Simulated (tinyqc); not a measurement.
# Minority carriers and saturation current of a heavily doped emitter, step by step

Computed by the program tinyqc: `OMP_NUM_THREADS=1 python tinyqc.py 2330035 2330036 out.jsonl`, one thread of a shared Intel Xeon 2.30GHz, about 0.01 s for the whole run. Printed values are rounded.

n-type, parabolic bands, full ionisation. eta = (EF - Ec)/kB T solves N = Nc F12(eta), F12(x) = (2/sqrt(pi)) int_0^infinity sqrt(u)/(1 + exp(u - x)) du. The gap shrinks rigidly by dEg = a3 y^(1/3) + a4 y^(1/4) + a2 y^(1/2), y = N/1e18 cm^-3, an empirical law that is here taken as the true narrowing.

Parameters, values chosen for the exercise; band and dielectric values close to those of silicon:
- T = 250 K (temperature)
- Eg = 1.13 eV (band gap)
- Nc = 2.16e19 cm^-3 (conduction-band density of states at 250 K)
- Nv = 2.02e19 cm^-3 (valence-band density of states at 250 K)
- N = 1.4e19 cm^-3 (ionised donor density)
- a3 = 17.3 meV (coefficient of (N/1e18)^(1/3))
- a4 = 12.7 meV (coefficient of (N/1e18)^(1/4))
- a2 = 3.9 meV (coefficient of (N/1e18)^(1/2))
- mup = 180 cm^2/(V s) (minority-hole mobility)
- Cn = 2.1e-31 cm^6/s (Auger coefficient)
- ts = 5.3 us (defect lifetime)
- W = 51 nm (emitter width)
- S = 4.3e5 cm/s (recombination velocity at the contact)

Constants: q = 1.602176634e-19 C, kB = 1.380649e-23 J/K, Vt = kB T/q. Results are converted to the units shown.

Range of the model: Band tails, non-parabolic bands and incomplete ionisation are left out.

## Iteration 1: Fermi level

eta at the start (Boltzmann value) = -0.4336

Newton step on ln F12(eta) = ln(N/Nc): eta(new) = eta - ln(Nc F12/N) F12/Fm, Fm(x) = dF12/dx = (1/sqrt(pi)) int_0^infinity u^(-1/2)/(1 + exp(u - x)) du.

F12 = 0.536866
Fm = 0.452279
eta after iteration 1 = -0.209999

## Course of the iteration

Stop when eta changes by less than 1e-9.

Course of the iteration:
```
iteration        eta    change
1          -0.209999     0.224
2          -0.206522   3.48e-3
3          -0.206521   8.90e-7
4          -0.206521  5.85e-14
```

Converged in 4 iterations.

## Effective intrinsic density

converged eta = -0.206521

ni = sqrt(Nc Nv) exp(-Eg/(2 Vt)), Eg in volts; degeneracy factor g = F12(eta) exp(-eta); nie^2 = ni^2 exp(dEg/kB T) g, p0 = nie^2/N; apparent narrowing dEg + kB T ln g.

ni = 8.51146e7 cm^-3
dEg = 80.8540 meV
g = 0.796829
apparent narrowing = 75.9612 meV
nie = 4.96202e8 cm^-3
p0 = 0.0175869 cm^-3

Narrowing multiplies p0 by 42.7 and degeneracy by 0.797.

## Saturation current

1/tau = Cn N^2 + 1/ts, D = mup Vt, L = sqrt(D tau); J0 = (q p0 D/L)(s + tanh(W/L))/(1 + s tanh(W/L)), s = S L/D; the share recombining inside is 1 - 1/[cosh(W/L)(1 + tanh(W/L)/s)].

tau = 24.1846 ns
L = 3062.40 nm
s = 33.9582
J0 = 0.774347 fA/cm^2
share recombining inside = 0.0628716 %

The emitter is transparent: most holes reach the contact.
